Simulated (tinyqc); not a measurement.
Undoped gate-all-around wire MOSFET, analytic charge model: course of the iteration: charge at the source by Newton steps in y = ln(Q/Q0).

An undoped round wire of radius R under an insulator shell and a surrounding gate; long channel, electrons only, n = ni exp((psi - V)/Vt) with V the quasi-Fermi potential (0 at the source, Vd at the drain), constant mobility, no quantisation. The radial Poisson equation gives n(r) = n(0)/(1 - (1 - b) r^2/R^2)^2 with b = Q0/(Q + Q0). Q is the electron charge per area of the wire surface.

With V = 0 and Q = Q0 exp(y): f = Q/Cox + Vt y + Vt ln(1 + Q/Q0) - (Vg - V0); df/dy = Q/Cox + Vt (1 + Q/(Q + Q0)); y(new) = y - f/(df/dy).

Stop when y changes by less than 1e-11, or after 60 iterations.

Values chosen for this exercise:
- T = 300 K (temperature)
- Vg = 1.24 V (gate voltage)

Constants: q = 1.602176634e-19 C, kB = 1.380649e-23 J/K, Vt = kB T/q. Results are converted to the units shown.

y at the start = 3
Cox = 6.40921 uF/cm^2
Q0 = 265.522 nC/cm^2
V0 = 0.499097 V

Course of the iteration:
```
iteration,y,|change|
1,2.71949,0.281
2,2.67539,0.0441
3,2.67447,9.27e-4
4,2.67446,3.98e-7
5,2.67446,7.28e-14
```

Did this iteration meet its convergence test, and what does its course show?

Yes. Converged in 5 iterations. At the end the number of correct digits about doubles with each step.

Range of the model: In a wire this thin, quantum confinement raises the threshold; it is left out. The surface density at the source passes 0.3 Nc, where Boltzmann statistics fail.

tinyqc, about 0.03 s, one thread, Intel Xeon 2.30GHz (shared host): `OMP_NUM_THREADS=1 python tinyqc.py 2460152 2460153 out.jsonl`
